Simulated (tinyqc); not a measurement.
MP2 on RHF in the sto-3g basis, frozen core, for BeH2, spin multiplicity 1, step by step. One step of it, computed by the program tinyqc.

Task: Orthogonalisation. S = U s U^T; symmetric (Loewdin) form X = U s^(-1/2) U^T, so that X^T S X = 1.

overlap S, order 1Be 1s, 1Be 2s, 1Be 2px, 1Be 2py, 1Be 2pz, 2H 1s, 3H 1s:
```
[[1.000000, 0.259517, 0.000000, 0.000000, 0.000000, 0.046368, 0.046368],
 [0.259517, 1.000000, 0.000000, 0.000000, 0.000000, 0.387829, 0.387829],
 [0.000000, 0.000000, 1.000000, 0.000000, 0.000000, 0.000000, 0.000000],
 [0.000000, 0.000000, 0.000000, 1.000000, 0.000000, 0.466045, -0.466045],
 [0.000000, 0.000000, 0.000000, 0.000000, 1.000000, 0.053869, 0.053869],
 [0.046368, 0.387829, 0.000000, 0.466045, 0.053869, 1.000000, 0.017211],
 [0.046368, 0.387829, 0.000000, -0.466045, 0.053869, 0.017211, 1.000000]]
```

Give: eigenvalues of S; X.

Result:

eigenvalues of S: [0.332, 0.420, 0.937, 1.000, 1.016, 1.645, 1.651]

X, order 1Be 1s, 1Be 2s, 1Be 2px, 1Be 2py, 1Be 2pz, 2H 1s, 3H 1s:
```
[[1.029, -0.152, 0.000, 0.000, -0.002, 0.021, 0.021],
 [-0.152, 1.179, 0.000, 0.000, 0.021, -0.245, -0.245],
 [0.000, 0.000, 1.000, 0.000, 0.000, 0.000, 0.000],
 [0.000, 0.000, 0.000, 1.250, 0.000, -0.338, 0.338],
 [-0.002, 0.021, 0.000, 0.000, 1.003, -0.033, -0.033],
 [0.021, -0.245, 0.000, -0.338, -0.033, 1.201, -0.062],
 [0.021, -0.245, 0.000, 0.338, -0.033, -0.062, 1.201]]
```
